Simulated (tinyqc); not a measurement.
Longitudinal sound in a periodic multilayer: transfer matrices, stop bands and folded phonons: one step, computed by the program tinyqc. Command: `OMP_NUM_THREADS=1 python tinyqc.py 3007128 3007129 out.jsonl multilayer walk`. One thread of a shared host (Intel(R) Xeon(R) Processor @ 2.30GHz), about 0.01 s of CPU time with the checks.

Layers 1 and 2 repeat with period d = d_1 + d_2; waves travel normal to the layers, without loss. State vector (u, s): displacement u and stress divided by omega. Impedances Z = rho v are in 1e6 kg/(m^2 s).

Question. Impedances, mean velocity and Bragg frequency. Z = rho v; interface reflection r = (Z_2 - Z_1)/(Z_2 + Z_1) (stress amplitude, from 1 into 2); Bragg frequency f_B = 1/[2 (d_1/v_1 + d_2/v_2)]; long-wave velocity v_eff = d/sqrt[(d_1/v_1)^2 + (d_2/v_2)^2 + (Z_1/Z_2 + Z_2/Z_1)(d_1/v_1)(d_2/v_2)].

Inputs (values chosen for the exercise, modelled on gallium nitride (layer 1), aluminium nitride (layer 2) and silicon (substrate)):

| quantity | value | unit |
|---|---|---|
| density rho_1 | 6.14 | g/cm^3 |
| velocity v_1 | 8170 | m/s |
| thickness d_1 | 25 | nm |
| density rho_2 | 3.28 | g/cm^3 |
| velocity v_2 | 11200 | m/s |
| thickness d_2 | 34.3 | nm |
| substrate density | 2.31 | g/cm^3 |
| substrate velocity | 8470 | m/s |

Give: Z_1; Z_2; Z of the substrate; interface reflection r; Bragg frequency f_B; long-wave velocity v_eff.

Answer.

Z_1 = 50.1638

Z_2 = 36.736

Z of the substrate = 19.5657

interface reflection r = -0.1545

Bragg frequency f_B = 81.67 GHz

long-wave velocity v_eff = 9569 m/s
